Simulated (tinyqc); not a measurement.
Gated graphene, quantum capacitance: two steps of the calculation.

phi is the Fermi level above the Dirac point, in volts; Vg is counted from the gate voltage of charge neutrality. Ideal linear bands, no charge puddles.

Inputs (values chosen for the exercise); values close to those of graphene:
- T = 300 K (temperature)
- vF = 1.04e6 m/s (Fermi velocity)
- Dit = 2.5e12 cm^-2 eV^-1 (density of traps)
- Vg = 0.7 V (gate voltage)

Constants: q = 1.602176634e-19 C, kB = 1.380649e-23 J/K, hbar = 1.054571817e-34 J s, Vt = kB T/q. Results are converted to the units shown.

Question 1. New phi. N0 = (2/pi)(kB T/(hbar vF))^2; n = N0 F1(phi/Vt), p = N0 F1(-phi/Vt), F1(e) = int_0^infinity u du/(1 + exp(u - e)) = -Li2(-exp(e)); Cq = q d(n - p)/dphi = (q N0/Vt) ln[2 (1 + cosh(phi/Vt))]. Newton: f = phi + q (n - p + Dit phi)/Cox - Vg, phi(new) = phi - f/(1 + (Cq + q Dit)/Cox).

phi after iteration 1 = 0.36675963 V
Cox = 1.2789382 uF/cm^2

Find: n; p; Cq; f; phi after iteration 2.

Answer 1.

n = 9.2866e12 cm^-2
p = 62630 cm^-2
Cq = 7.9831 uF/cm^2
f = 0.94499 V
phi after iteration 2 = 0.24168 V

Question 2. Charge and capacitances at the solution. 1/C_G = 1/Cox + 1/(Cq + q Dit); dphi/dVg = Cox/(Cox + Cq + q Dit).

converged phi = 0.21612423 V
Cox = 1.2789382 uF/cm^2

Find: n - p; Cq; C_G; dphi/dVg.

Answer 2.

n - p = 3.322e12 cm^-2
Cq = 4.705 uF/cm^2
C_G = 1.023 uF/cm^2
dphi/dVg = 0.2003

C_G is 80.0 % of Cox; 30.9 % of the gate voltage has gone into phi.

tinyqc, about 0.01 s, one thread, Intel Xeon 2.30GHz (shared host): `OMP_NUM_THREADS=1 python tinyqc.py 2200030 2200031 out.jsonl`
